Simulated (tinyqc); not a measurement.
# Electron mobility in a silicon inversion layer, empirical terms and Matthiessen rule: two studies

Inversion layer of sheet density Ns on a uniformly doped body, under a high-permittivity gate with an interlayer. The mobility terms are empirical power laws with prefactors chosen for the exercise; adding their inverses (Matthiessen) is itself an approximation.

Inputs (values chosen for the exercise); material values close to those of silicon:

| symbol | value | unit | meaning |
|---|---|---|---|
| T | 250 | K | temperature |
| Eg | 1.13 | eV | band gap |
| eps_r | 11.6 |  | relative permittivity of the semiconductor |
| Nc | 2.17e19 | cm^-3 | conduction-band density of states at T |
| Nv | 2.02e19 | cm^-3 | valence-band density of states at T |
| Vsb | 0.3 | V | reverse body bias |
| eta | 0.5 |  | weight of the inversion charge in the effective field |
| Ap | 387 | cm^2/(V s) | phonon-limited mobility at 1 MV/cm and 300 K |
| As | 1190 | cm^2/(V s) | roughness-limited mobility at 1 MV/cm |
| gs | 2 |  | exponent of the roughness term |
| Ac | 3700 | cm^2/(V s) | Coulomb prefactor |
| Nit | 8.8e11 | cm^-2 | charge at the interface |
| Ar | 370 | cm^2/(V s) | remote-phonon mobility without interlayer |
| ti | 0.5 | nm | interlayer thickness |
| lr | 0.7 | nm | decay length of remote phonons |
| Ns | 1.4e12 | cm^-2 | inversion density |

Constants: q = 1.602176634e-19 C, kB = 1.380649e-23 J/K, Vt = kB T/q, eps0 = 8.8541878128e-14 F/cm where lengths are in cm. Results are converted to the units shown.

Each table varies one quantity; the others keep the values above.

## Effect of the body doping

ni = sqrt(Nc Nv) exp(-Eg/(2 Vt)), Eg in volts; Ndep = sqrt(2 eps0 eps_r Nb (2 Vt ln(Nb/ni) + Vsb)/q); E = q (Ndep + eta Ns)/(eps0 eps_r), in MV/cm. With t = T/(300 K): muC = Ac (Ns/1e12 cm^-2) t/(Nb/1e17 cm^-3 + Nit/1e11 cm^-2), muP = Ap E^(-1/3) t^(-1.75), muS = As E^(-gs), muR = Ar exp(2 ti/lr)/t; 1/mu is the sum of the inverses.

The same in every row: muR (cm^2/(V s)) = 1852.7.

Results:
```
Nb (cm^-3),E (MV/cm),muC (cm^2/(V s)),muP (cm^2/(V s)),muS (cm^2/(V s)),mu (cm^2/(V s))
2e16,0.19318,479.63,921.07,31888,267.25
4.4e16,0.23562,467.17,862.06,21435,257.27
9.7e16,0.29964,441.83,795.70,13254,241.82
4.7e17,0.54012,319.75,653.80,4079.1,183.76
1e18,0.74579,229.61,587.14,2139.5,141.53
2.3e18,1.0879,135.74,517.71,1005.5,92.313
5e18,1.5702,73.413,458.10,482.68,54.300
```

Estimate the missing row, Nb = 2.1e17 cm^-3.

Computed row:
```
Nb (cm^-3),E (MV/cm),muC (cm^2/(V s)),muP (cm^2/(V s)),muS (cm^2/(V s)),mu (cm^2/(V s))
2.1e17,0.39327,396.02,726.74,7694.3,218.78
```

With this row back in the table: As Nb goes from 2e16 to 5e18 cm^-3, E rises from 0.193 to 1.57 MV/cm and mu falls from 267 to 54.3 cm^2/(V s). The Coulomb term is the smallest in the first and the last row. At Nb = 5e18 cm^-3 E passes 1.5 MV/cm, beyond the usual range of such laws.

## Universality: two dopings at the same effective field

Same model as above.

For each E, Ns is chosen to give that field on bodies with Nb = 1e17 and 8.7e17 cm^-3; the last column leaves out muC.

Universality: two dopings at the same effective field:
```
E (MV/cm),"Ns, light body (cm^-2)","mu, light (cm^2/(V s))","Ns, heavy body (cm^-2)","mu, heavy (cm^2/(V s))",without muC (cm^2/(V s))
0.628,5.571e12,327.9,4.564e11,67.04,403.3
0.71,6.623e12,320.6,1.508e12,156.2,379.0
0.802,7.802e12,309.4,2.687e12,202.5,354.0
0.907,9.148e12,294.4,4.033e12,224.4,328.0
1.03,1.073e13,275.9,5.610e12,230.4,300.5
1.16,1.239e13,256.4,7.277e12,226.0,274.4
1.31,1.432e13,234.8,9.200e12,214.9,247.7
1.48,1.649e13,212.2,1.138e13,199.2,221.2
```

The heavily doped body has 0.204 of the mobility of the light one in the first row and 0.939 in the last; there they lie 9.9 % below and 4.1 % below the curve without Coulomb scattering, which depends on E alone. The heavy body leaves that curve at low E because its field comes mostly from depletion charge and few carriers screen.

Program tinyqc, `OMP_NUM_THREADS=1 python tinyqc.py 2510026 2510027 out.jsonl`; Intel Xeon 2.30GHz, shared host, one thread, about 0.01 s.
